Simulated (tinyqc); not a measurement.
UHF in the 6-31g basis, for H4, spin multiplicity 3, step by step. This run ends on a higher stationary point, not on the lowest solution. One step of it, computed by the program tinyqc.

Problem. Orthogonalisation. S = U s U^T; canonical form X = U s^(-1/2), so that X^T S X = 1. Each column of U has its largest component positive (the first on a tie).

overlap S:
```
          1H 1s     1H 2s     2H 1s     2H 2s     3H 1s     3H 2s     4H 1s     4H 2s
1H 1s  1.000000  0.658292  0.337410  0.457296  0.002054  0.061583  0.000842  0.042882
1H 2s  0.658292  1.000000  0.457296  0.799708  0.061583  0.232740  0.042882  0.186124
2H 1s  0.337410  0.457296  1.000000  0.658292  0.000842  0.042882  0.002054  0.061583
2H 2s  0.457296  0.799708  0.658292  1.000000  0.042882  0.186124  0.061583  0.232740
3H 1s  0.002054  0.061583  0.000842  0.042882  1.000000  0.658292  0.337410  0.457296
3H 2s  0.061583  0.232740  0.042882  0.186124  0.658292  1.000000  0.457296  0.799708
4H 1s  0.000842  0.042882  0.002054  0.061583  0.337410  0.457296  1.000000  0.658292
4H 2s  0.042882  0.186124  0.061583  0.232740  0.457296  0.799708  0.658292  1.000000
```

Give: eigenvalues of S; X.

Solution.

eigenvalues of S: 0.0950  0.1525  0.3463  0.4828  0.7201  0.7582  2.3691  3.0761

X:
```
             1        2        3        4        5        6        7       8
1H 1s  -0.4970  -0.5055   0.6076   0.5887   0.5609   0.5276   0.2271  0.1639
1H 2s   1.5442   1.1763  -0.5939  -0.4138   0.1805   0.2267   0.2323  0.2332
2H 1s   0.4970   0.5055   0.6076   0.5887  -0.5609  -0.5276   0.2271  0.1639
2H 2s  -1.5442  -1.1763  -0.5939  -0.4138  -0.1805  -0.2267   0.2323  0.2332
3H 1s   0.4970  -0.5055  -0.6076   0.5887  -0.5609   0.5276  -0.2271  0.1639
3H 2s  -1.5442   1.1763   0.5939  -0.4138  -0.1805   0.2267  -0.2323  0.2332
4H 1s  -0.4970   0.5055  -0.6076   0.5887   0.5609  -0.5276  -0.2271  0.1639
4H 2s   1.5442  -1.1763   0.5939  -0.4138   0.1805  -0.2267  -0.2323  0.2332
```
